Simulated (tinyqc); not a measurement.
# From one set of inputs to another, one input at a time

Model: chemical-mechanical planarisation: Preston law, pattern density and step-height reduction. Computed by tinyqc, a small Python program. Command: `OMP_NUM_THREADS=1 python tinyqc.py 3031332 3031333 out.jsonl cmp ladder`. One thread of a shared host (Intel(R) Xeon(R) Processor @ 2.30GHz), about 0.02 s of CPU time with the checks.

A row of 12 cells, repeated periodically, holds raised features that cover a share rho of each cell.

The inputs printed are set A. Set A is close to those used for copper polishing; the values taken over come from a set close to those used for oxide polishing. Inputs not listed in the table keep their values of set A, so the rows need not describe a real material.

Inputs (values chosen for the exercise, close to those used for copper polishing):

| quantity | value | unit |
|---|---|---|
| Preston coefficient K | 8.9e-14 | 1/Pa |
| pressure P | 24 | kPa |
| platen and carrier speed | 110 | rpm |
| distance between the centres | 14 | cm |
| initial step height h0 | 860 | nm |
| contact height h_c | 110 | nm |
| film above the raised areas z0 | 1400 | nm |
| cell size | 0.96 | mm |
| planarisation length | 2.6 | mm |
| polish time t | 100 | s |

local pattern densities, cell by cell: 0.5  0.4  0.5  0.5  0.9  0.1  0.6  0.6  0.7  0.8  0.7  0.9

Method:
- With equal rotation speeds the relative speed is uniform, v = omega r_c; Preston rate R0 = K P v.
- The stiff pad averages the density: rho_eff(i) = sum_j w_ij rho_j / sum_j w_ij, w = exp(-2 d^2/L^2), L the planarisation length and d the distance between cell centres, summed over all periodic images of cell j.
- While h > h_c only raised areas polish, at R0/rho_eff, until t_c = rho_eff (h0 - h_c)/R0. After that h = h_c exp(-(t - t_c)/tau), tau = rho_eff h_c/R0; low areas polish at R0 (1 - h/h_c) and raised areas at R0 [1 + (1 - rho_eff) h/(rho_eff h_c)]. Removed from raised areas after t_c: h0 - h_c + R0 (t - t_c) + (1 - rho_eff)(h_c - h); from low areas: R0 (t - t_c) - rho_eff (h_c - h). Film left = z0 less the removal from raised areas.

Each row keeps all changes above it:

| input moved | from | to | range of film left across the row (nm) | largest remaining step (nm) | blanket rate R0 (nm/s) |
|---|---|---|---|---|---|
| set A | - | - | 207.26 | 3.9196e+02 | 3.4447 |
| contact height h_c (nm) | 110 | 38 | 207.26 | 3.9196e+02 | 3.4447 |
| initial step height h0 (nm) | 860 | 210 | 47.44 | 1.5719e-02 | 3.4447 |
| pressure P (kPa) | 24 | 39 | 47.44 | 7.1320e-06 | 5.5976 |
| polish time t (s) | 100 | 37 | 47.96 | 2.1349e+00 | 5.5976 |
| planarisation length (mm) | 2.6 | 1.3 | 87.35 | 3.1481e+00 | 5.5976 |
| Preston coefficient K (1/Pa) | 8.9e-14 | 8.5e-14 | 87.61 | 4.3154e+00 | 5.3460 |
| platen and carrier speed (rpm) | 110 | 40 | 100.53 | 1.1739e+02 | 1.9440 |

Where does the difference come from?

Range of film left across the row goes from 207 to 101, a factor 0.485 in all. The largest single move comes from initial step height h0 (a factor 0.229), and planarisation length works against it (a factor 1.82). Largest remaining step goes from 392 to 117, a factor 0.300 in all. The largest single move comes from polish time t (a factor 299000), but it runs against the net change; the largest move in the direction of the net change is initial step height h0 (a factor 4.01e-5). Blanket rate R0 goes from 3.44 to 1.94, a factor 0.564 in all. The largest single move comes from platen and carrier speed (a factor 0.364), and pressure P works against it (a factor 1.63). The single moves hold for this order of the switches; the total does not depend on the order.

Extremes, crossings and ranges named in words are read from the listed rows.
